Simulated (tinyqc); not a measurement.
# Worked calculation: CMOS latch-up, two-transistor model

Computed by the program tinyqc: `OMP_NUM_THREADS=1 python tinyqc.py 2670034 2670035 out.jsonl`, one thread of a shared Intel Xeon 2.30GHz, about 0.06 s for the whole run. Printed values are rounded.

A parasitic pnp (emitter at Vdd, base shunted by Rw) and npn (emitter at ground, base shunted by Rs) feed each other: the npn collector current flows out of the pnp base node, the pnp collector current into the npn base node. Forward-active transistors with constant gains: Icn = Isn exp(Vn/Vt), Icp = Isp (exp(Vp/Vt) - 1). A current Ii is injected into the npn base node.

Inputs (values chosen for the exercise); values close to those of bulk CMOS:
- T = 300 K (temperature)
- bn = 10.5 (current gain of the npn)
- bp = 4.1 (current gain of the pnp)
- Isn = 8.8e-16 A (saturation current of the npn at T)
- Isp = 6.1e-15 A (saturation current of the pnp at T)
- Rs = 1700 ohm (substrate resistance shunting the npn)
- Rw = 240 ohm (well resistance shunting the pnp)
- R2 = 34 ohm (resistance from the pnp collector to the npn base)
- Von = 0.77 V (base-emitter voltage in the on state)
- Vsat = 0.16 V (saturation voltage)
- Vdd = 1.8 V (supply voltage)
- Ii = 0.671 mA (current injected into the substrate)

Constants: q = 1.602176634e-19 C, kB = 1.380649e-23 J/K, Vt = kB T/q. Results are converted to the units shown.

## Holding current and voltage

On state with both base-emitter voltages at Von: npn base current Ib = (Von/Rs + bp Von/Rw)/(bn bp - 1), holding current Ih = (bn + 1) Ib + Von/Rs, holding voltage Vh = Vsat + Von + R2 (Ib + Von/Rs).

bn bp = 43.05
Ib = 0.323594 mA
Ih = 4.17427 mA
Vh = 0.956402 V

Vh is below Vdd = 1.8 V, so the supply can sustain a latched state.

## The off branch

| point | Vn (V) |
|---|---|
| 0 | 0.539 |
| 1 | 0.619 |
| 2 | 0.669 |
| 3 | 0.699 |
| 4 | 0.719 |
| 5 | 0.739 |
| 6 | 0.754 |
| 7 | 0.769 |

Node equations: Vp/Rw + Icp/bp = Icn and Vn/Rs + Icn/bn = Icp + Ii. Loop gain G = gn gp/[(1/Rw + gp/bp)(1/Rs + gn/bn)], gn = Icn/Vt, gp = (Icp + Isp)/Vt; the off state ends where G = 1, and Ii there is the trigger current. For each Vn: Icn, then Vp from the first equation, then Ii from the second.

| point | Icn (mA) | Vp (V) | Icp (mA) | Ii (mA) | G |
|---|---|---|---|---|---|
| 0 | 9.9835e-4 | 2.3960e-4 | 5.6800e-14 | 0.31715 | 3.7291e-12 |
| 1 | 0.022041 | 0.0052898 | 1.3850e-12 | 0.36622 | 8.8498e-11 |
| 2 | 0.15247 | 0.036593 | 1.9023e-11 | 0.40805 | 1.1962e-9 |
| 3 | 0.48659 | 0.11678 | 5.5261e-10 | 0.45752 | 4.1006e-8 |
| 4 | 1.0548 | 0.25314 | 1.0912e-7 | 0.52339 | 9.2384e-6 |
| 5 | 2.2863 | 0.54814 | 0.0098551 | 0.64260 | 0.87834 |
| 6 | 4.0844 | 0.70737 | 4.6618 | -3.8292 | 37.845 |
| 7 | 7.2965 | 0.74120 | 17.254 | -16.106 | 41.077 |

Ii peaks at 0.6427 mA, at Vn = 0.7392 V where G = 1; beyond it the loop feeds itself.

## Iteration 1: response to the injected current, once round the loop per iteration

Vn at the start = 0.59 V

Icn = Isn exp(Vn/Vt); Vp solves Vp/Rw + Icp/bp = Icn; Vn(new) solves Vn/Rs + (Isn/bn) exp(Vn/Vt) = Icp + Ii.

Icn = 0.00717871 mA
Vp = 0.00172289 V
Icp = 4.20383e-13 mA
Vn after iteration 1 = 0.740985 V

## Iteration 2: response to the injected current, once round the loop per iteration

As before.

Icn = 2.46883 mA
Vp = 0.589645 V
Icp = 0.0490827 mA
Vn after iteration 2 = 0.745637 V

## Course of the iteration: response to the injected current, once round the loop per iteration

Stop when Vn changes by less than 1e-9 V, or after 150 iterations. Vn must stay below 1.1 V.

Course of the iteration:

| iteration | Vn (V) | \|change\| (V) |
|---|---|---|
| 1 | 0.740985 | 0.151 |
| 2 | 0.745637 | 4.65e-3 |
| 3 | 0.778930 | 0.0333 |
| 4 | 0.867322 | 0.0884 |
| 5 | 0.964306 | 0.0970 |
| 6 | 1.06156 | 0.0973 |
| 7 | 1.15883 | 0.0973 |

Stopped after 7 iteration(s) without a result. Vn climbs without settling and passes 1.1 V: Ii = 0.671 mA exceeds the trigger current of 0.6427 mA, so no off state exists and the structure latches. A rerun with Ii = 0.58 mA converges in 4 iterations.
